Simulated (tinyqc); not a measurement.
Ways to reach the isolated limit: finite-size error of a charged defect in a periodic cell: Madelung and Makov-Payne terms. Computed by tinyqc, a small Python program. Command: `OMP_NUM_THREADS=1 python tinyqc.py 3009336 3009337 out.jsonl imagecharge walk`. One thread of a shared host (Intel(R) Xeon(R) Processor @ 2.30GHz), about 0.05 s of CPU time with the checks.

L is the cube root of the cell volume. The defect charge is a Gaussian, rho(r) = q (2 pi sigma^2)^(-3/2) exp(-r^2/2 sigma^2), repeated periodically in a uniform neutralising background and screened by a continuum. The model cell energy is E(L) = E_0 + [periodic - isolated electrostatic energy].

Inputs (values chosen for the exercise, with screening close to that of silicon):
```
quantity                                     value      unit
charge q                                        -1         e
cell length L                                 12.9  angstrom
dielectric constant eps                       12.1         -
width sigma of the defect charge              0.89  angstrom
formation energy of the isolated defect E_0  5.232        eV
```

Supercell lattice: fcc. Screening: isotropic.

scatter added to the six cells, standing for numerical noise (meV): -8.9  4.9  -10  -9  2  -5.9

Constants: e^2/(4 pi eps_0) = 14.39964548 eV angstrom.

Method:
- Cell vectors: (0,1,1), (1,0,1), (1,1,0), scaled to volume L^3.
- Ewald sum for a unit point charge: scale each Cartesian component of the cell by 1/sqrt(eps_i), giving R', G' and V'; E = [ (1/2) sum erfc(eta R')/R' + (2 pi/V') sum exp(-G'^2/4 eta^2)/G'^2 - eta/sqrt(pi) - pi/(2 V' eta^2) ] e^2/(4 pi eps_0) / sqrt(eps_x eps_y eps_z), over n_i = -6..6, omitting n = (0,0,0), eta = 2/V'^(1/3). alpha = -2 E eps_g L/(e^2/(4 pi eps_0)), eps_g = (eps_x eps_y eps_z)^(1/3).
- Periodic energy of the Gaussian: (2 pi q^2/V) sum_(G != 0) exp(-sigma^2 G^2)/(G.eps.G) x e^2/(4 pi eps_0), n_i = -k..k with k = max(9, L/sigma rounded up). Isolated energy: q^2/(2 sqrt(pi) sigma) <1/(n.eps.n)> e^2/(4 pi eps_0), the mean over directions n, here 1/eps.
- Cells of the same shape with L scaled by 0.7, 0.85, 1, 1.25, 1.5 and 2; the scatter is added to E(L).
- The point-charge correction scales as 1/L from its value at the input L.
- Least-squares fits of E(L) to a + b/L, a + c/L^3 or a + b/L + c/L^3; the estimate is a, and errors are against E_0.

Scaling data:
```
L (angstrom)  1/L (1/angstrom)  E(L) (eV)  E(L) + point-charge correction (eV)
9.030                 0.110742    5.04082                              5.23114
10.965                0.091199    5.08466                              5.24139
12.900                0.077519    5.09153                              5.22476
16.125                0.062016    5.11783                              5.22441
19.350                0.051680    5.14600                              5.23482
25.800                0.038760    5.15983                              5.22644
```

point-charge correction -q^2 E = 0.133225 eV

nearest image = 14.4798 angstrom

Estimates of E_0:
```
way                              estimate (eV)  error (meV)
largest cell, uncorrected               5.1598       -72.17
largest cell, point-charge term         5.2264        -5.56
1/L fit, three smallest                 5.2191       -12.90
1/L fit, all six                        5.2241        -7.85
1/L^3 fit, all six                      5.1497       -82.30
1/L and 1/L^3, three smallest           4.9069      -325.08
1/L and 1/L^3, all six                  5.2228        -9.20
corrected data, 1/L^3 fit               5.2282        -3.76
```

coefficient b of the full fit = -1.5997 eV angstrom

What does the comparison show, and why?

Best here: corrected data, 1/L^3 fit (-3.8 meV); worst: 1/L and 1/L^3, three smallest (-325 meV). The fitted b is 93.1 % of the Madelung value -q^2 alpha e^2/(8 pi eps_0 eps_g). The three-term fit to three small cells has no spare point and magnifies the scatter.

Extremes, crossings and ranges named in words are read from the listed rows.
